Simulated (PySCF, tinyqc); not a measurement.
Worked calculation: CISD on RHF in the sto-3g basis, for H4, spin multiplicity 1. The lowest restricted solution is unstable here: a spin-polarised one lies 0.1017 hartree lower (PySCF). One step of it, computed by the program tinyqc.

Task: Iteration 2 (converged): orbitals. Diagonalise F' = X^T F X, C = X C', fill 2 alpha and 2 beta electrons from the bottom; D = 2 C_occ C_occ^T. Each column has its largest component positive (the first on a tie).

converged F (hartree):
```
           1H 1s      2H 1s      3H 1s      4H 1s
1H 1s  -0.146983  -0.321380  -0.094666  -0.066075
2H 1s  -0.321380  -0.146983  -0.066075  -0.094666
3H 1s  -0.094666  -0.066075  -0.146983  -0.321380
4H 1s  -0.066075  -0.094666  -0.321380  -0.146983
```

X:
```
           1H 1s      2H 1s      3H 1s      4H 1s
1H 1s   1.036680  -0.142651  -0.067336  -0.002925
2H 1s  -0.142651   1.036680  -0.002925  -0.067336
3H 1s  -0.067336  -0.002925   1.036680  -0.142651
4H 1s  -0.002925  -0.067336  -0.142651   1.036680
```

Give: F' = X^T F X; orbital energies; coefficients C; D after iteration 2.

Result:

F' = X^T F X (hartree):
```
         1        2        3        4
1  -0.0544  -0.3020  -0.0684  -0.0020
2  -0.3020  -0.0544  -0.0020  -0.0684
3  -0.0684  -0.0020  -0.0544  -0.3020
4  -0.0020  -0.0684  -0.3020  -0.0544
```

orbital energies (hartree): MO1 -0.4269, MO2 -0.2860, MO3 0.1812, MO4 0.3140

coefficients C:
```
          MO1      MO2      MO3      MO4
1H 1s  0.4119   0.4821   0.5575   0.6219
2H 1s  0.4119   0.4821  -0.5575  -0.6219
3H 1s  0.4119  -0.4821   0.5575  -0.6219
4H 1s  0.4119  -0.4821  -0.5575   0.6219
```

D after iteration 2:
```
         1H 1s    2H 1s    3H 1s    4H 1s
1H 1s   0.8042   0.8042  -0.1256  -0.1256
2H 1s   0.8042   0.8042  -0.1256  -0.1256
3H 1s  -0.1256  -0.1256   0.8042   0.8042
4H 1s  -0.1256  -0.1256   0.8042   0.8042
```
